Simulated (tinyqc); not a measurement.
Inside a calculation. Model: oxide trap near a transistor channel: two-state multiphonon kinetics, telegraph noise and bias instability. Computed by tinyqc, a small Python program that keeps every step. Command: `OMP_NUM_THREADS=1 python tinyqc.py 3013406 3013407 out.jsonl oxidetrap walk`. One thread of a shared host (Intel(R) Xeon(R) Processor @ 2.30GHz), about 0.01 s of CPU time with the checks. Intermediate numbers are printed to about 5 digits and carried at full precision; extremes and crossings named in words are read from the listed rows.

An n-channel device under positive gate bias. The trap is empty (state 1) or holds an electron (state 2); both states are parabolas of equal curvature, and the electron reservoir is taken at the Fermi level of the channel.

Inputs (values chosen for the exercise, with an insulator like HfO2 on silicon):

| quantity | value | unit |
|---|---|---|
| insulator constant eps_ox | 20.3 | - |
| insulator thickness t_ox | 4.5 | nm |
| trap depth x from the interface | 1.7 | nm |
| tunnel barrier phi_b | 1.49 | eV |
| tunnelling mass m_ox | 0.2 | m_0 |
| trap level above E_F at zero field E_t | 0.48 | eV |
| relaxation energy E_R | 1.2 | eV |
| oxide field F | 2.7 | MV/cm |
| attempt rate k_0 at the interface | 8e+11 | 1/s |
| temperature T | 250 | K |
| channel width W | 19 | nm |
| channel length L | 46 | nm |
| frequency f | 5 | Hz |
| stress time t_s | 0.03 | s |
| trap density N_t | 2.3e+18 | cm^-3 eV^-1 |
| mean capture barrier mu_c | 1 | eV |
| spread of the barriers s_c | 0.22 | eV |
| saturation shift dV_max | 26 | mV |

Parts treated: one trap and an ensemble.

Constants: hbar^2/(2 m_0) = 3.80998212 eV angstrom^2; k_B = 8.617333262e-05 eV/K; e = 1.602176634e-19 C; eps_0 = 8.8541878128e-12 F/m.

## Tunnelling factor

kappa = sqrt(2 m_ox phi_b)/hbar = sqrt(m_ox phi_b/(hbar^2/2m_0)); attenuation length lambda = 1/(2 kappa); factor exp(-x/lambda) for a rectangular barrier.

kappa = 2.7967 1/nm

attenuation length lambda = 0.17878 nm

tunnelling factor = 7.4196e-05

Caution: a field 1.5 times as high comes near the usual breakdown field of such an insulator. Caution: the field lowers the tunnel barrier appreciably over the trap depth, so the rectangular barrier understates the rate.

## Barriers and time constants

E_21 = E_t - e F x is the energy of state 2 over state 1; barriers E_c = (E_R + E_21)^2/(4 E_R), E_e = E_c - E_21; tau_c = exp(E_c/k_B T)/(k_0 P), tau_e = exp(E_e/k_B T)/(k_0 P), P the tunnelling factor; occupation f_2 = tau_e/(tau_c + tau_e); 1/tau_0 = 1/tau_c + 1/tau_e.

E_21 = 0.021 eV

capture barrier E_c = 0.31059 eV

emission barrier E_e = 0.28959 eV

capture time tau_c = 0.030746 s

emission time tau_e = 0.011600 s

occupation f_2 = 0.27393

tau_0 = 0.0084221 s

The two times are within a factor 30 of each other, so the trap switches between both states and shows as telegraph noise.

## Step height and noise

Charge-sheet step dV = e (t_ox - x)/(eps_ox eps_0 W L); Lorentzian spectrum S(f) = 4 dV^2 tau_0^2/((tau_c + tau_e)(1 + (2 pi f tau_0)^2)); corner 1/(2 pi tau_0); variance dV^2 f_2 (1 - f_2) = dV^2 tau_0/(tau_c + tau_e).

threshold step dV = 2.8557 mV

corner frequency = 18.897 Hz

S(f) = 5.1067e-08 V^2/Hz

root-mean-square noise = 1.2736 mV

f lies below the corner, on the flat part. Random dopants and current percolation, left out here, spread real steps around this value.

## Stress and recovery of one trap

From the zero-field occupation f(0), f(t) = f_2 + (f(0) - f_2) exp(-t/tau_0) under the field; after t_s the field is removed and f relaxes with the zero-field constants.

occupation at zero field = 2.1068e-10

tau_0 at zero field = 2.5334e-06 s

occupation after stress = 0.26615

half-time of recovery = 1.7561e-06 s

## Bias dependence of the times

The formulas are those given above.

Against field:

| F (MV/cm) | E_21 (eV) | tau_c (s) | tau_e (s) | f_2 |
|---|---|---|---|---|
| 0.00 | 0.4800 | 1.2025e+04 | 2.5334e-06 | 2.1068e-10 |
| 0.81 | 0.3423 | 1.6466e+02 | 2.0707e-05 | 1.2576e-07 |
| 1.62 | 0.2046 | 3.2535e+00 | 2.4423e-04 | 7.5061e-05 |
| 2.16 | 0.1128 | 2.9152e-01 | 1.5514e-03 | 5.2935e-03 |
| 2.70 | 0.0210 | 3.0746e-02 | 1.1600e-02 | 2.7393e-01 |
| 3.24 | -0.0708 | 3.8166e-03 | 1.0208e-01 | 9.6396e-01 |
| 4.05 | -0.2085 | 2.2659e-04 | 3.6176e+00 | 9.9994e-01 |

ln(tau_c/tau_e) falls by e x/k_B T = 7.891 per MV/cm, which measures the depth x if the change of surface potential with bias is left aside. Over these rows tau_c shortens by 7.72 decades and tau_e lengthens by 6.15; the shares differ because E_21 is not small against E_R. The times cross at F = E_t/(e x) = 2.82 MV/cm.

## Many traps: 1/f noise

McWhorter number fluctuations for traps uniform in depth and energy: S_V = e^2 k_B T N_t lambda/(W L C_ox^2 f), C_ox = eps_ox eps_0/t_ox. The number of traps within k_B T in energy and one decade in time is N_t k_B T lambda ln(10) W L.

C_ox = 3.9942 microF/cm^2

1/f noise S_V(f) = 3.2617e-08 V^2/Hz

active traps per decade = 0.017828

With less than one active trap per decade a single device shows separate Lorentzians; 1/f is only the average over many devices. Caution: N_t k_B T lambda ln(10) W L, the number of active traps per decade, is below one, so S_V is only the mean over many devices.

## Many traps: shift under stress

For a normal spread of capture barriers (given for the stress field, with depth and field not resolved, k_0 being taken as the effective rate of the ensemble), traps with barrier below k_B T ln(k_0 t) are filled: dV(t) = (dV_max/2) erfc((mu_c - k_B T ln(k_0 t))/(sqrt(2) s_c)); local exponent n = d ln dV/d ln t (central difference, factor 1.01 in t).

filling front k_B T ln(k_0 t_s) = 0.51491 eV

shift after t_s = 0.35696 mV

local time exponent n = 0.25029

## Power law or saturation

The extrapolation continues the power law fitted through 10 s and 1000 s.

Against stress time:

| t (s) | shift (mV) | local exponent | power law (mV) | shift at T + 50 K (mV) |
|---|---|---|---|---|
| 1.00e-03 | 0.145 | 0.27981 | 0.246 | 0.424 |
| 1.00e-01 | 0.480 | 0.23997 | 0.571 | 1.438 |
| 1.00e+01 | 1.324 | 0.20125 | 1.324 | 3.793 |
| 1.00e+03 | 3.068 | 0.16405 | 3.068 | 7.903 |
| 1.00e+05 | 6.017 | 0.12893 | 7.109 | 13.291 |
| 1.00e+07 | 10.101 | 0.09660 | 16.475 | 18.601 |
| 3.00e+08 | 13.517 | 0.07505 | 30.648 | 21.676 |

The exponent falls from 0.280 to 0.075 as the front climbs the distribution, so the power law overstates the shift at 3e8 s (about ten years) by a factor 2.27. Heating by 50 K raises the shift at 1000 s by a factor 2.58: time and temperature enter only through T ln(k_0 t).

Checks made by the program: detailed balance tau_c/tau_e = exp(E_21/k_B T) (relative difference below 1e-10); the integral of S(f) against the variance (relative difference below 1e-10).
